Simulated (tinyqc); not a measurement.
Illuminated p-n diode, drift-diffusion by the Gummel loop with Scharfetter-Gummel fluxes: two steps of the calculation.

Abrupt junction at x = 0, p side from -Lp, n side to Ln, ohmic contacts. psi is counted from the intrinsic level; n = ni exp((psi - phin)/Vt), p = ni exp((phip - psi)/Vt). Contacts: p side psi = V - Vt ln(Na/ni), p = Na, n = ni^2/Na; n side psi = Vt ln(Nd/ni), n = Nd, p = ni^2/Nd. Constant mobilities, D = mu Vt, Boltzmann statistics, SRH recombination through a mid-gap level, U = (n p - ni^2)/(tp (n + ni) + tn (p + ni)). Current is positive from the p contact to the n contact.

Inputs (values chosen for the exercise); band and dielectric values those of a made-up semiconductor:
- T = 300 K (temperature)
- eps_r = 14.5 (relative permittivity)
- Na = 3.7e15 cm^-3 (acceptor density of the p side)
- Nd = 1.1e17 cm^-3 (donor density of the n side)
- mun = 1300 cm^2/(V s) (electron mobility)
- tn = 8e-9 s (SRH lifetime of electrons)
- tp = 2e-10 s (SRH lifetime of holes)
- G = 3e21 cm^-3 s^-1 (uniform generation rate)
- V = 0.64 V (bias of the p contact)

Constants: q = 1.602176634e-19 C, kB = 1.380649e-23 J/K, Vt = kB T/q, eps0 = 8.8541878128e-14 F/cm where lengths are in cm. Results are converted to the units shown.

Task 1. Poisson equation. With phin and phip held, solve a_i (psi_(i+1) - psi_i) - a_(i-1) (psi_i - psi_(i-1)) + q w_i (p_i - n_i + C_i) = 0 for the inner nodes by Newton steps to convergence; a_i = eps0 eps_r/h_i, h_i = x_(i+1) - x_i, w_i = (h_(i-1) + h_i)/2, C = -Na or +Nd.

x, node 0 to 12 (nm): [-7200, -2680, -987, -348, -107, -17, 17, 87.6, 234, 538, 1170, 2480, 5200]
ni = 1.6873094e8 cm^-3
phin at the start, node 0 to 12 (V): [0.64, 0, 0, 0, 0, 0, 0, 0, 0, 0, 0, 0, 0]
phip at the start, node 0 to 12 (V): [0.64, 0.64, 0.64, 0.64, 0.64, 0.64, 0.64, 0.64, 0.64, 0.64, 0.64, 0.64, 0]

Wanted: psi; n after Poisson; p after Poisson.

Result 1.

psi, node 0 to 12 (V): [0.20302, 0.20301, 0.20307, 0.21028, 0.33295, 0.44832, 0.51672, 0.52449, 0.52468, 0.52468, 0.52468, 0.52468, 0.52468]
n after Poisson, node 0 to 12 (cm^-3): [7.6946, 4.3417e11, 4.3508e11, 5.7501e11, 6.6149e13, 5.7358e15, 8.0860e16, 1.0920e17, 1.1000e17, 1.1000e17, 1.1000e17, 1.1000e17, 1.1000e17]
p after Poisson, node 0 to 12 (cm^-3): [3.7000e15, 3.7004e15, 3.6927e15, 2.7941e15, 2.4288e13, 2.8011e11, 1.9869e10, 1.4713e10, 1.4606e10, 1.4606e10, 1.4606e10, 1.4606e10, 0.25882]

Task 2. Electron continuity. With psi and p held, F_i = (mun Vt/h_i) [n_(i+1) B(d_i) - n_i B(-d_i)], d_i = (psi_(i+1) - psi_i)/Vt, B(d) = d/(exp(d) - 1); solve F_i - F_(i-1) = w_i [(n_i p_i - ni^2)/den_i - G] for the new n, with den = tp (n + ni) + tn (p + ni) taken at the old n and p, h_i = x_(i+1) - x_i, w_i = (h_(i-1) + h_i)/2; phin = psi - Vt ln(n/ni).

x, node 0 to 12 (nm): [-7200, -2680, -987, -348, -107, -17, 17, 87.6, 234, 538, 1170, 2480, 5200]
ni = 1.6873094e8 cm^-3
psi, node 0 to 12 (V): [0.20301606, 0.20301309, 0.20306709, 0.21027596, 0.33295098, 0.44831719, 0.51672153, 0.52448833, 0.52467666, 0.52467773, 0.52467774, 0.52467774, 0.52467773]
n after Poisson, node 0 to 12 (cm^-3): [7.6946293, 4.3417471e11, 4.3508262e11, 5.7500999e11, 6.6149270e13, 5.7357742e15, 8.0860123e16, 1.0919703e17, 1.0999545e17, 1.1000001e17, 1.1000001e17, 1.1000001e17, 1.1e17]
p after Poisson, node 0 to 12 (cm^-3): [3.7e15, 3.7004258e15, 3.6927039e15, 2.7940928e15, 2.4287967e13, 2.8010714e11, 1.9869266e10, 1.4713141e10, 1.4606343e10, 1.4605738e10, 1.4605737e10, 1.4605737e10, 0.25881935]

Give: new n; phin after round 1.

Result 2.

new n, node 0 to 12 (cm^-3): [7.695, 4.158e12, 1.840e12, 7.123e11, 6.621e13, 5.737e15, 8.088e16, 1.092e17, 1.100e17, 1.100e17, 1.100e17, 1.100e17, 1.100e17]
phin after round 1, node 0 to 12 (V): [0.6400, -0.0584, -0.0373, -0.0055, 0.0000, 0.0000, 0.0000, 0.0000, 0.0000, 0.0000, 0.0000, 0.0000, 0.0000]

Computed by the program tinyqc: `OMP_NUM_THREADS=1 python tinyqc.py 2240063 2240064 out.jsonl`, one thread of a shared Intel Xeon 2.30GHz, about 0.8 s for the whole run.
